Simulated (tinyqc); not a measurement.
# Interface traps from C-V curves, high-low and Terman methods, step by step

tinyqc, about 0.01 s, one thread, Intel Xeon 2.30GHz (shared host): `OMP_NUM_THREADS=1 python tinyqc.py 2030173 2030174 out.jsonl` Printed values are rounded.

MOS capacitor on an n-type substrate; psi is the band bending, negative in depletion; only majority carriers are counted. At the bending psi the Fermi level lies y = xi - psi below the conduction edge at the surface, xi = Vt ln(Nc/Nd). Dit(y) = D0 + D1 exp(-y/E1); traps fill up to the Fermi level, follow the bias and a slow signal, and do not follow a fast one. V is the gate voltage from flat band.

Parameters, values chosen for the exercise; band and dielectric values close to those of silicon:
```
symbol,value,unit,meaning
T,250,K,temperature
eps_r,11.9,,relative permittivity
Nc,2.15e19,cm^-3,conduction-band density of states at T
Nd,3.8e16,cm^-3,donor density
EOT,21,nm,equivalent oxide thickness
D0,2.8e12,cm^-2 eV^-1,trap density far from the band edge
D1,1.5e13,cm^-2 eV^-1,band-tail density at the conduction edge
E1,0.16,eV,decay energy of the tail
n,10,,points
pa,-0.65,V,deepest band bending
pb,-0.032,V,shallowest band bending
```

Constants: q = 1.602176634e-19 C, kB = 1.380649e-23 J/K, Vt = kB T/q, eps0 = 8.8541878128e-14 F/cm where lengths are in cm. Results are converted to the units shown.

Range of the model: Traps more than about 25 kB T below the conduction edge emit electrons too slowly to follow an ordinary sweep, so the deepest points are idealised.

## The curves

Cox = 3.9 eps0/EOT, LD = sqrt(eps0 eps_r Vt/(q Nd)), u = psi/Vt, Cd = (eps0 eps_r/(sqrt(2) LD)) |exp(u) - 1|/sqrt(exp(u) - u - 1). Ideal V0 = psi - sqrt(2) (eps0 eps_r Vt/LD) sqrt(exp(u) - u - 1)/Cox for psi < 0; the traps add dV = (q/Cox) times the integral of Dit from 0 to psi = (q/Cox) [D0 psi + D1 E1 exp(-xi/E1) (exp(psi/E1) - 1)]. 1/C_HF = 1/Cox + 1/Cd, 1/C_LF = 1/Cox + 1/(Cd + q Dit). Take n equally spaced psi from pa to pb.

```
point    psi (V)    y (eV)  Dit (cm^-2 eV^-1)    V0 (V)     V (V)  C_HF (nF/cm^2)  C_LF (nF/cm^2)
0      -0.650000  0.786546         2.90994e12  -1.19608  -3.94834         49.8029         125.923
1      -0.581333  0.717880         2.96886e12  -1.09671  -3.65246         51.8340         126.660
2      -0.512667  0.649213         3.05936e12  -0.99540  -3.34970         54.1841         127.668
3      -0.444000  0.580546         3.19837e12  -0.89172  -3.03701         56.9542         129.044
4      -0.375333  0.511880         3.41189e12  -0.78505  -2.70972         60.2993         130.900
5      -0.306667  0.443213         3.73985e12  -0.67448  -2.36069         64.4753         133.345
6      -0.238000  0.374546         4.24359e12  -0.55848  -1.97882         69.9470         136.446
7      -0.169333  0.305880         5.01733e12  -0.43415  -1.54653         77.6864         140.197
8      -0.100667  0.237213         6.20576e12  -0.29467  -1.03445         90.0786         144.523
9      -0.032000  0.168546         8.03117e12  -0.11730  -0.38516         112.260         149.455
```

Cox = 164.435 nF/cm^2

At the deepest bending the traps stretch the gate voltage from -1.20 to -3.95 V.

## High-low extraction

q Dit = (1/C_LF - 1/Cox)^(-1) - (1/C_HF - 1/Cox)^(-1) at each point.

Dit by high-low, point 0 to 9 (cm^-2 eV^-1): [2.90994e12, 2.96886e12, 3.05936e12, 3.19837e12, 3.41189e12, 3.73985e12, 4.24359e12, 5.01733e12, 6.20576e12, 8.03117e12]

With a true high-frequency curve this returns Dit exactly.

## Terman extraction

psi at each point follows from C_HF and the ideal curve. Dit = (Cox/q) d(V - V0)/dpsi by central differences over the two neighbours.

Dit by Terman, point 1 to 8 (cm^-2 eV^-1): [2.97409e12, 3.06740e12, 3.21072e12, 3.43085e12, 3.76897e12, 4.28832e12, 5.08602e12, 6.31128e12]

The differences overstate the curved tail; the largest error is 1.7 %, at point 8.
